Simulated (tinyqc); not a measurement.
# Joule-heated wire on a substrate, fin equation: effect of the length between the contacts

A wire of length L loses heat along itself to two contacts and sideways to the substrate: kap A theta'' - g theta + p = 0 with theta = T - T0 and p = p0. The ends are held at T0. Constant conductivity, diffusive heat flow.

The equation is solved on 800 equal steps and the peak is the largest node value. LH = sqrt(kap A/g); the share is the integral of g theta over that of p.

Parameters, values chosen for the exercise: conductivity along the wire kap = 65 W/(m K); cross-section A = 910 nm^2; conductance per length to the substrate g = 1.1 W/(m K); thermal resistance of each contact Rc = 0 K/uW; heating per length p0 = 0.21 uW/nm.

The same in every row: LH (nm) = 231.9.

Results:
```
L (nm)    L/LH  peak theta (K)  peak/(p0/g)  share to the substrate (%)
120     0.5175           6.217      0.03257                       2.173
190     0.8194           14.97      0.07842                       5.243
300      1.294           33.99       0.1780                       11.95
480      2.070           70.47       0.3691                       25.03
780      3.364           122.3       0.6404                       44.52
1300     5.606           167.8       0.8792                       64.59
3200     13.80           190.5       0.9980                       85.51
```

Estimate the missing row, L = 2000 nm.

Computed row:
```
L (nm)   L/LH  peak theta (K)  peak/(p0/g)  share to the substrate (%)
2000    8.625           185.8       0.9732                       76.82
```

With this row back in the table: As L goes from 120 to 3200 nm, the peak theta rises from 6.22 to 191 K and the share of heat to the substrate rises from 2.17 to 85.5 %; L/LH goes from 0.52 to 14. Where L/LH is smallest the peak reaches 0.033 of p0/g, where it is largest 1.0: contacts cool the wire only within a few healing lengths.

Program tinyqc, `OMP_NUM_THREADS=1 python tinyqc.py 2520122 2520123 out.jsonl`; Intel Xeon 2.30GHz, shared host, one thread, about 0.01 s.
